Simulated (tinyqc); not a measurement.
Finite-size error of a charged defect in a periodic cell: Madelung and Makov-Payne terms. Which input was changed? Computed by tinyqc, a small Python program. Command: `OMP_NUM_THREADS=1 python tinyqc.py 3009287 3009288 out.jsonl imagecharge which`. One thread of a shared host (Intel(R) Xeon(R) Processor @ 2.30GHz), about 0.2 s of CPU time with the checks.

L is the cube root of the cell volume. The defect charge is a Gaussian, rho(r) = q (2 pi sigma^2)^(-3/2) exp(-r^2/2 sigma^2), repeated periodically in a uniform neutralising background and screened by a continuum. The model cell energy is E(L) = E_0 + [periodic - isolated electrostatic energy].

Inputs (values chosen for the exercise, with screening close to that of 4H-SiC):
```
quantity                                     value      unit
charge q                                        -2         e
cell length L                                 9.66  angstrom
dielectric constant eps                       9.54         -
width sigma of the defect charge               1.5  angstrom
formation energy of the isolated defect E_0  3.485        eV
```

Supercell lattice: sc. Screening: isotropic.

Constants: e^2/(4 pi eps_0) = 14.39964548 eV angstrom.

Method:
- Cell vectors: (1,0,0), (0,1,0), (0,0,1), scaled to volume L^3.
- Ewald sum for a unit point charge: scale each Cartesian component of the cell by 1/sqrt(eps_i), giving R', G' and V'; E = [ (1/2) sum erfc(eta R')/R' + (2 pi/V') sum exp(-G'^2/4 eta^2)/G'^2 - eta/sqrt(pi) - pi/(2 V' eta^2) ] e^2/(4 pi eps_0) / sqrt(eps_x eps_y eps_z), over n_i = -6..6, omitting n = (0,0,0), eta = 2/V'^(1/3). alpha = -2 E eps_g L/(e^2/(4 pi eps_0)), eps_g = (eps_x eps_y eps_z)^(1/3).
- Periodic energy of the Gaussian: (2 pi q^2/V) sum_(G != 0) exp(-sigma^2 G^2)/(G.eps.G) x e^2/(4 pi eps_0), n_i = -k..k with k = max(9, L/sigma rounded up). Isolated energy: q^2/(2 sqrt(pi) sigma) <1/(n.eps.n)> e^2/(4 pi eps_0), the mean over directions n, here 1/eps.
- Second radial moment Q = q <r^2> = 3 q sigma^2; E(corrected) = E(L) + q^2 alpha e^2/(4 pi eps_0)/(2 eps L) - 2 pi q Q e^2/(4 pi eps_0)/(3 eps L^3). Errors left are the corrected energies less E_0.

Problem. One of these inputs alone was changed, within the range given: cell length L (6 to 19.32); dielectric constant eps (4.77 to 19.08); width sigma of the defect charge (0.75 to 3). Which one, and to what value?

Results:
```
run     error left after the first term (eV)  finite-size error (eV)  Madelung constant alpha
before                             0.0946780              -0.7919903                 2.837297
after                              0.1793143              -0.9187902                 2.837297
```

Solution.

Each candidate set to reproduce error left after the first term, and what it then gives:
```
candidate                                    range searched  value needed  finite-size error (eV)  Madelung constant alpha
cell length L (angstrom)                         6 to 19.32         7.800                 -0.9188                   2.8373
dielectric constant eps                       4.77 to 19.08         5.037                 -1.5000                   2.8373
width sigma of the defect charge (angstrom)       0.75 to 3         2.075                 -0.7074                   2.8373
```

Only cell length L fits every result: it went from 9.66 to 7.80 angstrom. The next best candidate, width sigma of the defect charge, misses one result by 23 %.
